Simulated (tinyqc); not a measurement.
RHF in the 3-21g basis, for H3+, spin multiplicity 1, step by step. One step of it, computed by the program tinyqc.

Question. Iteration 2: diagonalisation and new density. Diagonalise F' = X^T F X, C = X C', fill 1 alpha and 1 beta electrons from the bottom; D = 2 C_occ C_occ^T. Each column has its largest component positive (the first on a tie).

Fock matrix F (hartree), order 1H 1s, 1H 2s, 2H 1s, 2H 2s, 3H 1s, 3H 2s:
$$\begin{pmatrix}
-0.113292 & -0.581778 & -0.203724 & -0.357480 & -0.203788 & -0.357532 \\
-0.581778 & -0.604961 & -0.357458 & -0.504125 & -0.357516 & -0.504173 \\
-0.203724 & -0.357458 & -0.113266 & -0.581696 & -0.203581 & -0.357342 \\
-0.357480 & -0.504125 & -0.581696 & -0.604847 & -0.357349 & -0.504016 \\
-0.203788 & -0.357516 & -0.203581 & -0.357349 & -0.113274 & -0.581721 \\
-0.357532 & -0.504173 & -0.357342 & -0.504016 & -0.581721 & -0.604882
\end{pmatrix}$$

X, order 1H 1s, 1H 2s, 2H 1s, 2H 2s, 3H 1s, 3H 2s:
$$\begin{pmatrix}
1.247421 & -0.498004 & 0.035336 & 0.015719 & 0.035340 & 0.015706 \\
-0.498004 & 1.490601 & 0.015697 & -0.290900 & 0.015691 & -0.290983 \\
0.035336 & 0.015697 & 1.247415 & -0.497979 & 0.035326 & 0.015726 \\
0.015719 & -0.290900 & -0.497979 & 1.490405 & 0.015733 & -0.290713 \\
0.035340 & 0.015691 & 0.035326 & 0.015733 & 1.247417 & -0.497987 \\
0.015706 & -0.290983 & 0.015726 & -0.290713 & -0.497987 & 1.490466
\end{pmatrix}$$

Give: F' = X^T F X; orbital energies; coefficients C; D after iteration 2.

Answer.

F' = X^T F X (hartree):
$$\begin{pmatrix}
0.3701 & -0.6155 & -0.0155 & -0.1079 & -0.0155 & -0.1079 \\
-0.6155 & -0.0390 & -0.1079 & -0.1535 & -0.1079 & -0.1535 \\
-0.0155 & -0.1079 & 0.3700 & -0.6154 & -0.0154 & -0.1079 \\
-0.1079 & -0.1535 & -0.6154 & -0.0390 & -0.1079 & -0.1535 \\
-0.0155 & -0.1079 & -0.0154 & -0.1079 & 0.3700 & -0.6154 \\
-0.1079 & -0.1535 & -0.1079 & -0.1535 & -0.6154 & -0.0390
\end{pmatrix}$$

orbital energies (hartree): MO1 -0.9025, MO2 -0.2754, MO3 -0.2752, MO4 0.7753, MO5 0.7754, MO6 0.8956

coefficients C, order 1H 1s, 1H 2s, 2H 1s, 2H 2s, 3H 1s, 3H 2s:
$$\begin{pmatrix}
0.1996 & -0.0413 & 0.2669 & 0.1593 & -1.0279 & 0.7825 \\
0.2862 & -0.1373 & 0.8876 & -0.1866 & 1.2042 & -0.5160 \\
0.1995 & 0.2519 & -0.0977 & -0.9701 & 0.3762 & 0.7820 \\
0.2861 & 0.8371 & -0.3249 & 1.1362 & -0.4406 & -0.5155 \\
0.1995 & -0.2106 & -0.1693 & 0.8106 & 0.6522 & 0.7822 \\
0.2861 & -0.6998 & -0.5628 & -0.9494 & -0.7639 & -0.5157
\end{pmatrix}$$

D after iteration 2, order 1H 1s, 1H 2s, 2H 1s, 2H 2s, 3H 1s, 3H 2s:
$$\begin{pmatrix}
0.0797 & 0.1142 & 0.0796 & 0.1142 & 0.0796 & 0.1142 \\
0.1142 & 0.1638 & 0.1142 & 0.1637 & 0.1142 & 0.1637 \\
0.0796 & 0.1142 & 0.0796 & 0.1142 & 0.0796 & 0.1142 \\
0.1142 & 0.1637 & 0.1142 & 0.1637 & 0.1142 & 0.1637 \\
0.0796 & 0.1142 & 0.0796 & 0.1142 & 0.0796 & 0.1142 \\
0.1142 & 0.1637 & 0.1142 & 0.1637 & 0.1142 & 0.1637
\end{pmatrix}$$
